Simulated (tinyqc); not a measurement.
# One-dimensional ballistic tunnel FET, two-band WKB: effect of the band gap with the mass tied to it

A p-type source for x < 0 with its Fermi level at 0 and its valence edge at ds; in the channel the bands fall as D exp(-x/lam) towards their flat values, with the conduction edge at Ec = ds - dP and D = dP + Eg. The gate moves dP one to one. The drain Fermi level lies at -Vd and the drain side reflects nothing. For w = E - Ec between 0 and dP an electron crosses the gap. Two-band dispersion with equal masses m: inside the gap kappa = sqrt(m u (1 - u/Eg)/C), u the distance from a band edge, C = hbar^2/(2 m0).

The mass follows the gap, m = 0.1 Eg/1.14 eV. S(w) = 2 lam int_0^Eg kappa(u) du/(w + Eg - u) = 2 pi lam sqrt(m/(C Eg)) [w + Eg/2 - sqrt(w (w + Eg))], T(w) = exp(-S). I = g (2 q^2/h) int_0^dP T(w) [f(E) - f(E + Vd)] dw, E = ds - dP + w, f(x) = 1/(1 + exp(x/Vt)). Swing = d(dP)/d(log10 I).

Parameters, values chosen for the exercise; band and dielectric values those of a made-up semiconductor: temperature T = 300 K; screening length of the source junction lam = 3.8 nm; source valence edge above the source Fermi level ds = 0.13 eV; drain bias Vd = 0.3 V; number of degenerate subbands (spin apart) g = 2; tunnelling window Ev(source) - Ec(channel) dP = 0.1 eV.

Constants: q = 1.602176634e-19 C, kB = 1.380649e-23 J/K, hbar = 1.054571817e-34 J s, h = 6.62607015e-34 J s, m0 = 9.1093837015e-31 kg, Vt = kB T/q, hbar^2/(2 m0) = 0.0380998212 eV nm^2. Results are converted to the units shown.

Results:
```
Eg (eV)	T(w = dP)	I (uA)	swing (mV/decade)
0.2	0.3788	0.1638	61.55
0.37	0.08450	0.02096	57.75
0.54	0.01442	0.002376	54.25
0.71	0.002085	2.504e-4	51.06
0.89	2.375e-4	2.184e-5	48.01
1.06	2.795e-5	2.090e-6	45.42
1.4	3.211e-7	1.735e-8	40.99
```

Estimate the missing row, Eg = 1.23 eV.

Computed row:
```
Eg (eV)	T(w = dP)	I (uA)	swing (mV/decade)
1.23	3.078e-6	1.933e-7	43.09
```

With this row back in the table: T(w = dP) falls from 0.379 to 3.21e-7 and I falls from 0.164 to 1.74e-8 uA; the swing falls from 61.5 to 41.0 mV/decade. With m/Eg fixed, S depends on the gap only through w + Eg/2 - sqrt(w (w + Eg)). For Eg = 0.2 S at w = dP is below 2, where a WKB prefactor of 1 is a rough guess.

tinyqc, about 0.01 s, one thread, Intel Xeon 2.30GHz (shared host): `OMP_NUM_THREADS=1 python tinyqc.py 2620168 2620169 out.jsonl`
